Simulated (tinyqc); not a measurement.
Line shape against size: Raman line shape of confined optical phonons and breathing modes of small crystals. Computed by tinyqc, a small Python program. Command: `OMP_NUM_THREADS=1 python tinyqc.py 3000772 3000773 out.jsonl confine walk`. One thread of a shared host (Intel(R) Xeon(R) Processor @ 2.30GHz), about 0.02 s of CPU time with the checks.

Confinement in 2 direction(s) lets phonons with q away from zero scatter light. q is in units of 2 pi/a, from 0 to 1, and the branch is isotropic: omega(q)^2 = (omega_0^2 + omega_X^2)/2 + ((omega_0^2 - omega_X^2)/2) cos(pi q). The model and its constant beta are phenomenological; beta = 8 is the common choice.

Inputs (values chosen for the exercise, modelled on diamond):
```
quantity                                value      unit
bulk frequency omega_0                   1331      1/cm
frequency at the zone boundary omega_X   1180      1/cm
natural width Gamma_0                     2.2      1/cm
lattice constant a                      3.567  angstrom
size L                                    6.8        nm
confinement constant beta                   8         -
```

Shape: wire.

Method:
- Weight W(q) = q^1 exp(-(2 L q/a)^2/(2 beta)) dq, that is exp(-k^2 L^2/(2 beta pi^2)) for k = 2 pi q/a.
- Width q_c = a sqrt(2 beta)/(2 L), where the exponential falls to 1/e; curvature of the branch: omega(q) = omega_0 - c q^2, c = pi^2 (omega_0^2 - omega_X^2)/(8 omega_0); for small q_c the mean of q^2 is (number of confined directions) q_c^2/2, and the mean shift is -c times that.
- I(omega) = int W(q) / [(omega - omega(q))^2 + (Gamma_0/2)^2] dq / int W dq x (Gamma_0/2)^2, by 400 Gauss-Legendre points on 0 < q < min(1, 2.5 a sqrt(2 beta)/L).
- The peak is the maximum of I; the width is taken between the half-maximum points, and the asymmetry is the low-side half-width over the high-side one.

mean shift, quadratic estimate = -3.86815 1/cm

Line shape:
```
L (nm)  peak shift (1/cm)  full width (1/cm)  asymmetry  mean shift, quadratic estimate (1/cm)
3                 -2.9794             20.575     5.3101                                -19.874
3.6               -2.4778             15.166      4.416                                -13.801
4.4               -2.0287             11.071      3.613                                -9.2388
5.5               -1.6241             8.0152     2.9021                                -5.9128
7                  -1.271             5.8572     2.3091                                -3.6503
10               -0.86581             3.9791     1.6949                                -1.7886
15               -0.52889             2.9091     1.2825                               -0.79495
25               -0.24872             2.3681     1.0565                               -0.28618
```

The peak shift falls with exponent -1.01 at the small end and -1.48 at the large end. For still larger L it tends to the mean shift, which goes as 1/L^2; the ratio is 0.15 in the first row and 0.87 in the last. The width exceeds Gamma_0 by over 10 % for L up to 15 nm. In a wire the factor q lowers the weight at q = 0.

Extremes, crossings and ranges named in words are read from the listed rows.
